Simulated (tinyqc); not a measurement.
Worked calculation: MP2 on RHF in the sto-6g basis, for H6, spin multiplicity 1. One step of it, computed by the program tinyqc.

Problem. Iteration 1: building the Fock matrix. J_ij = sum D_kl (ij|kl), K_ij = sum D_kl (ik|jl); F = H + J - 0.5 K; E = tr D H + tr D J / 2 - 0.25 tr D K + E_nn.

D at the start, lower triangle:
```
           1H 1s      2H 1s      3H 1s      4H 1s     5H 1s     6H 1s
1H 1s   0.141771
2H 1s   0.401220   1.253903
3H 1s  -0.066563   0.118790   0.930198
4H 1s  -0.218682  -0.553138   0.511699   0.930198
5H 1s   0.156983   0.175078  -0.553138   0.118790  1.253903
6H 1s   0.086478   0.156983  -0.218682  -0.066563  0.401220  0.141771
```

core Hamiltonian H = T + V (hartree), lower triangle:
```
           1H 1s      2H 1s      3H 1s      4H 1s      5H 1s      6H 1s
1H 1s  -1.673684
2H 1s  -1.184176  -1.999566
3H 1s  -0.248141  -0.952959  -2.138175
4H 1s  -0.052082  -0.259583  -1.333272  -2.138175
5H 1s  -0.005532  -0.033456  -0.259583  -0.952959  -1.999566
6H 1s  -0.000774  -0.005532  -0.052082  -0.248141  -1.184176  -1.673684
```

Two-electron integrals (ij|kl) in chemists' order, unique and non-zero (hartree):
```
(11|11) 0.774999   (21|11) 0.344852   (21|21) 0.190970   (22|11) 0.502777
(22|21) 0.344852   (22|22) 0.774999   (31|11) 0.045847   (31|21) 0.028223
(31|22) 0.058482   (31|31) 0.005109   (32|11) 0.138541   (32|21) 0.097759
(32|22) 0.235170   (32|31) 0.020974   (32|32) 0.097300   (33|11) 0.250906
(33|21) 0.173988   (33|22) 0.424014   (33|31) 0.045847   (33|32) 0.235170
(33|33) 0.774999   (41|11) 0.007434   (41|21) 0.004652   (41|22) 0.009857
(41|31) 0.000913   (41|32) 0.003934   (41|33) 0.009859   (41|41) 0.000177
(42|11) 0.028213   (42|21) 0.019393   (42|22) 0.045760   (42|31) 0.004421
(42|32) 0.020935   (42|33) 0.058379   (42|41) 0.000912   (42|42) 0.005091
(43|11) 0.112074   (43|21) 0.074603   (43|22) 0.173745   (43|31) 0.019402
(43|32) 0.097619   (43|33) 0.344356   (43|41) 0.004648   (43|42) 0.028140
(43|43) 0.190490   (44|11) 0.174576   (44|21) 0.112178   (44|22) 0.250789
(44|31) 0.028250   (44|32) 0.138460   (44|33) 0.502434   (44|41) 0.007434
(44|42) 0.045760   (44|43) 0.344356   (44|44) 0.774999   (51|11) 0.000601
(51|21) 0.000384   (51|22) 0.000829   (51|31) 0.000080   (51|32) 0.000353
(51|33) 0.000947   (51|41) 0.000016   (51|42) 0.000088   (51|43) 0.000490
(51|44) 0.000874   (51|51) 1.65e-06   (52|11) 0.002888   (52|21) 0.001930
(52|22) 0.004442   (52|31) 0.000446   (52|32) 0.002101   (52|33) 0.006143
(52|41) 0.000098   (52|42) 0.000553   (52|43) 0.003309   (52|44) 0.006143
(52|51) 0.000010   (52|52) 0.000068   (53|11) 0.017358   (53|21) 0.011161
(53|22) 0.024970   (53|31) 0.002761   (53|32) 0.013389   (53|33) 0.045760
(53|41) 0.000680   (53|42) 0.004067   (53|43) 0.028140   (53|44) 0.058379
(53|51) 0.000080   (53|52) 0.000553   (53|53) 0.005091   (54|11) 0.058580
(54|21) 0.036573   (54|22) 0.079016   (54|31) 0.008693   (54|32) 0.040905
(54|33) 0.138460   (54|41) 0.002236   (54|42) 0.013389   (54|43) 0.097619
(54|44) 0.235170   (54|51) 0.000292   (54|52) 0.002101   (54|53) 0.020935
(54|54) 0.097300   (55|11) 0.125725   (55|21) 0.076687   (55|22) 0.161183
(55|31) 0.017383   (55|32) 0.079016   (55|33) 0.250789   (55|41) 0.004298
(55|42) 0.024970   (55|43) 0.173745   (55|44) 0.424014   (55|51) 0.000601
(55|52) 0.004442   (55|53) 0.045760   (55|54) 0.235170   (55|55) 0.774999
(61|11) 0.000067   (61|21) 0.000043   (61|22) 0.000095   (61|31) 0.000009
(61|32) 0.000043   (61|33) 0.000122   (61|41) 2.04e-06   (61|42) 0.000011
(61|43) 0.000066   (61|44) 0.000122   (61|51) 2.15e-07   (61|52) 1.39e-06
(61|53) 0.000011   (61|54) 0.000043   (61|55) 0.000095   (61|61) 2.91e-08
(62|11) 0.000405   (62|21) 0.000265   (62|22) 0.000601   (62|31) 0.000062
(62|32) 0.000292   (62|33) 0.000874   (62|41) 0.000014   (62|42) 0.000080
(62|43) 0.000490   (62|44) 0.000947   (62|51) 1.54e-06   (62|52) 0.000010
(62|53) 0.000088   (62|54) 0.000353   (62|55) 0.000829   (62|61) 2.15e-07
(62|62) 1.65e-06   (63|11) 0.003110   (63|21) 0.001963   (63|22) 0.004298
(63|31) 0.000471   (63|32) 0.002236   (63|33) 0.007434   (63|41) 0.000115
(63|42) 0.000680   (63|43) 0.004648   (63|44) 0.009859   (63|51) 0.000014
(63|52) 0.000098   (63|53) 0.000912   (63|54) 0.003934   (63|55) 0.009857
(63|61) 2.04e-06   (63|62) 0.000016   (63|63) 0.000177   (64|11) 0.013317
(64|21) 0.008189   (64|22) 0.017383   (64|31) 0.001888   (64|32) 0.008693
(64|33) 0.028250   (64|41) 0.000471   (64|42) 0.002761   (64|43) 0.019402
(64|44) 0.045847   (64|51) 0.000062   (64|52) 0.000446   (64|53) 0.004421
(64|54) 0.020974   (64|55) 0.058482   (64|61) 0.000009   (64|62) 0.000080
(64|63) 0.000913   (64|64) 0.005109   (65|11) 0.061420   (65|21) 0.037005
(65|22) 0.076687   (65|31) 0.008189   (65|32) 0.036573   (65|33) 0.112178
(65|41) 0.001963   (65|42) 0.011161   (65|43) 0.074603   (65|44) 0.173988
(65|51) 0.000265   (65|52) 0.001930   (65|53) 0.019393   (65|54) 0.097759
(65|55) 0.344852   (65|61) 0.000043   (65|62) 0.000384   (65|63) 0.004652
(65|64) 0.028223   (65|65) 0.190970   (66|11) 0.103053   (66|21) 0.061420
(66|22) 0.125725   (66|31) 0.013317   (66|32) 0.058580   (66|33) 0.174576
(66|41) 0.003110   (66|42) 0.017358   (66|43) 0.112074   (66|44) 0.250906
(66|51) 0.000405   (66|52) 0.002888   (66|53) 0.028213   (66|54) 0.138541
(66|55) 0.502777   (66|61) 0.000067   (66|62) 0.000601   (66|63) 0.007434
(66|64) 0.045847   (66|65) 0.344852   (66|66) 0.774999
```

nuclear repulsion = 4.48288227 hartree

Give: Coulomb J; exchange K; Fock matrix F; total energy of this density.

Solution.

Coulomb J (hartree), lower triangle:
```
        1H 1s   2H 1s   3H 1s   4H 1s   5H 1s   6H 1s
1H 1s  1.7343
2H 1s  1.1029  2.3889
3H 1s  0.2193  0.9663  2.6356
4H 1s  0.0448  0.2420  1.3992  2.6356
5H 1s  0.0046  0.0295  0.2420  0.9663  2.3889
6H 1s  0.0006  0.0046  0.0448  0.2193  1.1029  1.7343
```

exchange K (hartree), lower triangle:
```
         1H 1s   2H 1s    3H 1s   4H 1s   5H 1s   6H 1s
1H 1s   0.6244
2H 1s   0.7690  1.3761
3H 1s   0.1993  0.6078   1.2890
4H 1s  -0.0053  0.1417   0.9001  1.2890
5H 1s   0.0145  0.0177   0.1417  0.6078  1.3761
6H 1s   0.0228  0.0145  -0.0053  0.1993  0.7690  0.6244
```

Fock matrix F (hartree), lower triangle:
```
         1H 1s    2H 1s    3H 1s    4H 1s    5H 1s    6H 1s
1H 1s  -0.2515
2H 1s  -0.4658  -0.2988
3H 1s  -0.1285  -0.2906  -0.1470
4H 1s  -0.0046  -0.0885  -0.3842  -0.1470
5H 1s  -0.0082  -0.0129  -0.0885  -0.2906  -0.2988
6H 1s  -0.0116  -0.0082  -0.0046  -0.1285  -0.4658  -0.2515
```

total energy of this density = -2.849358 hartree
